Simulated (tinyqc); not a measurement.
Surface potential of a MOS transistor: implicit equation and explicit approximations: two steps of the calculation.

p-type body, charge-sheet picture, depletion and inversion only, full ionisation (an idealisation for deep acceptors), Boltzmann statistics (rough once Na exp(x - xn) passes about Nc/7). In units of Vt: xg = (Vg - Vfb)/Vt, x = psi/Vt, G = gamma/sqrt(Vt), xn = (2 phiF + Vc)/Vt. The implicit equation is (xg - x)^2 = G^2 [x - 1 + exp(x - xn)] for x above about 3. Cox = eps0 eox/tox.

Values chosen for this exercise; band and dielectric values close to those of silicon:
- T = 250 K (temperature)
- Eg = 1.14 eV (band gap)
- eps_r = 11.8 (relative permittivity)
- Nc = 2.18e19 cm^-3 (conduction-band density of states at T)
- Nv = 1.99e19 cm^-3 (valence-band density of states at T)
- eox = 7.7 (relative permittivity of the gate insulator (close to silicon nitride))
- tox = 30 nm (insulator thickness)
- Na = 1.8e18 cm^-3 (acceptor density)
- Vfb = -0.45 V (flat-band voltage)
- Vc = 0.5 V (channel-body voltage)
- Vg = 5.2 V (gate-body voltage)

Constants: q = 1.602176634e-19 C, kB = 1.380649e-23 J/K, Vt = kB T/q, eps0 = 8.8541878128e-14 F/cm where lengths are in cm. Results are converted to the units shown.

Problem 1. Scales. ni = sqrt(Nc Nv) exp(-Eg/(2 Vt)), Eg in volts; phiF = Vt ln(Na/ni); gamma = sqrt(2 q eps0 eps_r Na)/Cox; VT = Vfb + Vt (xn + G sqrt(xn - 1)).

Give: phiF; gamma; G; xn; VT; xg.

Solution 1.

phiF = 0.51725 V
gamma = 3.4159 V^0.5
G = 23.273
xn = 71.229
VT = 5.2861 V
xg = 262.26

Problem 2. Explicit approximation. Depletion value a = 1 + [sqrt(G^2/4 + xg - 1) - G/2]^2; inversion value b = xn + ln[(xg - xn)^2/G^2 - xn + 1] and first guess y = min(a, b) - ln(1 + exp(-|a - b|)) if a > xn + 1, else b = y = a; one second-order correction with D = exp(y - xn), p = 2 (xg - y) + G^2 (1 + D), w = (xg - y)^2 - G^2 (y - 1 + D): z = y + 2 w/(p + sqrt(p^2 - 2 (2 - G^2 D) w)), or the Newton step z = y + w/p where the root is not real.

G = 23.272721
xn = 71.228583
xg = 262.26211

Give: a; b; y; p; w; z.

Solution 2.

a = 69.56
b = 69.56
y = 69.56
p = 1029
w = -102.2
z = 69.46

The root of the implicit equation is x = 69.4610; y misses it by 0.10 and z by -1.6e-5, in units of Vt.

Computed by the program tinyqc: `OMP_NUM_THREADS=1 python tinyqc.py 2122131 2122132 out.jsonl`, one thread of a shared Intel Xeon 2.30GHz, about 0.01 s for the whole run.
